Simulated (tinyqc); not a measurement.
Two-valley model of the transferred-electron effect: one step, computed by the program tinyqc. Command: `OMP_NUM_THREADS=1 python tinyqc.py 3017671 3017672 out.jsonl gunn walk`. One thread of a shared host (Intel(R) Xeon(R) Processor @ 2.30GHz), about 0.01 s of CPU time with the checks.

Both kinds of valley share one electron temperature T_e, and each has a constant mobility.

Problem. Does a domain form? Space charge grows at the rate n e |mu_d|/(eps eps_0) during the transit time L/v, with v the valley velocity; Kroemer's criterion asks n L > eps eps_0 v/(e |mu_d|). Transit frequency v/L.

Inputs (values chosen for the exercise, modelled on CdTe):

| quantity | value | unit |
|---|---|---|
| lattice temperature T | 250 | K |
| doping n | 4.7e+15 | 1/cm^3 |
| device length L | 1.6 | micrometre |
| permittivity eps | 10.2 | - |

Solver: bisection.

valley velocity = 1.407076 1e7 cm/s

most negative differential mobility = -40.65653 cm^2/(V s)

Constants: eps_0 = 8.8541878128e-12 F/m; e = 1.602176634e-19 C.

Give: critical n L; n L of the device; transit frequency.

Solution.

critical n L = 1.951e+12 1/cm^2

n L of the device = 7.52e+11 1/cm^2

transit frequency = 87.94 GHz

n L is 0.385 times the critical product: the field profile stays stable.
